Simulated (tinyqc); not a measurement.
Ellipsometry and reflectance of a transparent film on an absorbing substrate: one step of the calculation.

Air (index 1), film, substrate with N2 = n2 - i k2; time factor exp(+i w t). q_j = sqrt(N_j^2 - sin^2 th), root with positive real part. Fresnel coefficients r_s = (q_a - q_b)/(q_a + q_b), r_p = (N_b^2 q_a - N_a^2 q_b)/(N_b^2 q_a + N_a^2 q_b). tan(Psi) exp(i Delta) = R_p/R_s, Delta taken from 0 to 360 degrees.

Question. Interface coefficients and thickness period. q0, q1, q2 and the coefficients r01 and r12 for p and s; the results repeat in d with the period lam/(2 q1).

Values chosen for this exercise; indices close to those of silicon nitride on silicon:
```
symbol  value     unit                                  meaning
lam       405       nm                               wavelength
th         60  degrees                       angle of incidence
n1      2.018                     index of the transparent film
n2       5.42                            index of the substrate
k2      0.329           extinction coefficient of the substrate
```

Give: q0; q1; q2; r01,p; r01,s; r12,p; r12,s; period.

Answer.

q0 = 0.50000
q1 = 1.8227
q2 = 5.3506-0.3333i
r01,p = 0.055311
r01,s = -0.56947
r12,p = 0.42255-0.02426i
r12,s = -0.49290+0.02356i
period = 111.10 nm

Program tinyqc, `OMP_NUM_THREADS=1 python tinyqc.py 2870129 2870130 out.jsonl`; Intel Xeon 2.30GHz, shared host, one thread, about 0.01 s.
